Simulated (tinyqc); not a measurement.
Atomic layer deposition: Langmuir saturation, growth per cycle and coating of deep features: one step, computed by the program tinyqc. Command: `OMP_NUM_THREADS=1 python tinyqc.py 3023277 3023278 out.jsonl ald walk`. One thread of a shared host (Intel(R) Xeon(R) Processor @ 2.30GHz), about 0.02 s of CPU time with the checks.

Precursor A sticks only on free sites, so a long enough pulse saturates; co-reactant B then frees the sites again.

Task: Steady growth per cycle. One cycle from coverage th0: pulse A gives th1 = th_s + (th0 - th_s) exp(-(k_a + k_d) t), th_s = k_a/(k_a + k_d); the purge leaves th2 = th1 exp(-k_d t_p); pulse B converts c_B th2 into film and leaves th3 = (1 - c_B) th2. Growth = G c_B th2. The periodic state has th0 = th3: th0 = (1 - c_B) e_p th_s (1 - e_a)/(1 - (1 - c_B) e_p e_a), with e_a = exp(-(k_a + k_d) t), e_p = exp(-k_d t_p). Share of impinging molecules used = q (th1 - th0)/(F t).

Inputs (values chosen for the exercise, modelled on hafnium oxide from an amide and water):

| quantity | value | unit |
|---|---|---|
| site density q | 3 | 1/nm^2 |
| growth per cycle at saturation G | 0.9 | angstrom |
| temperature T | 225 | C |
| pulse time t | 0.092 | s |
| co-reactant completion per pulse c_B | 0.95 | - |
| purge time t_p | 4.1 | s |

k_a = 3.893611 1/s

k_d = 3.144913e-05 1/s

flux F = 34355.39 1/(nm^2 s)

Give: coverage after pulse A; growth per cycle; share of impinging molecules used.

Result:

coverage after pulse A = 0.3120

growth per cycle = 0.2667 angstrom

share of impinging molecules used = 2.813e-04

The pulse is 0.36 filling times long: not fully saturated, so thickness still depends somewhat on the local dose.
